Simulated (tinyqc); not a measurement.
## Pillar capacitor in an array: capacitance, non-linearity, leakage and relaxation: capacitance, non-linearity and leakage against thickness

A film between two metal electrodes, each interface adding a series capacitance ci. The small-signal permittivity is ek (1 + aq E^2); the field is found with the linear permittivity. Leakage J = J0 sinh(E/Ef). After a voltage step the film passes a relaxation current kr C V tt^(-nr), tt being the time in seconds. The sidewall is a coaxial capacitor with radii a = dm/2 and b = dm/2 + t, depth AR dm; the end face is left out.

Planar film: Cf = eps0 ek/t, 1/C = 1/Cf + 2/ci, EOT = 3.9 eps0/C, effective permittivity C t/eps0, E = (V/t) C/Cf; quadratic coefficient [C(V)/C - 1]/V^2 with Cf (1 + aq E^2) in C(V).

Values chosen for this exercise; permittivity of the order of that of aluminium oxide:
```
symbol,value,unit,meaning
ek,8.33,,relative permittivity of the film
ci,1000,uF/cm^2,capacitance of each electrode interface (dead layer and screening)
aq,0.0019,cm^2/MV^2,quadratic field coefficient of the permittivity
V,2.2,V,bias
J0,7.1e-11,A/cm^2,leakage prefactor
Ef,0.18,MV/cm,field for an e-fold rise of the leakage
```

Constants: eps0 = 8.8541878128e-14 F/cm where lengths are in cm. Results are converted to the units shown.

Results:
```
t (nm),C (uF/cm^2),EOT (nm),effective permittivity,E (MV/cm),quadratic coefficient (ppm/V^2),J (A/cm^2)
2.6,2.821,1.224,8.283,8.414,2.761e4,7.089e9
3.9,1.884,1.833,8.299,5.620,1.235e4,1286
5.8,1.268,2.722,8.309,3.783,5605,0.04773
8.5,0.8662,3.986,8.316,2.584,2616,6.084e-5
13,0.5667,6.093,8.321,1.690,1120,4.253e-7
19,0.3879,8.902,8.324,1.157,525.1,2.197e-8
41,0.1798,19.20,8.327,0.5364,112.9,6.971e-10
60,0.1229,28.10,8.328,0.3666,52.74,2.674e-10
```

Estimate the missing row, t = 27 nm.

Computed row:
```
t (nm),C (uF/cm^2),EOT (nm),effective permittivity,E (MV/cm),quadratic coefficient (ppm/V^2),J (A/cm^2)
27,0.2730,12.65,8.325,0.8144,260.2,3.274e-9
```

With this row back in the table: C falls from 2.82 to 0.123 uF/cm^2 while the effective permittivity goes from 8.28 to 8.33 (ek = 8.33). EOT is a straight line in t with slope 3.9/ek = 0.468 and intercept 0.00691 nm. The quadratic coefficient goes as t^(-1.98) between the first two rows and t^(-2.00) between the last two (-2 without interfaces), and J falls by 19.4 decades. For t = 2.6, 3.9 direct tunnelling, left out, would add to the leakage.

Numbers from tinyqc (`OMP_NUM_THREADS=1 python tinyqc.py 2102197 2102198 out.jsonl`; about 0.01 s on one thread of a shared Intel Xeon 2.30GHz).
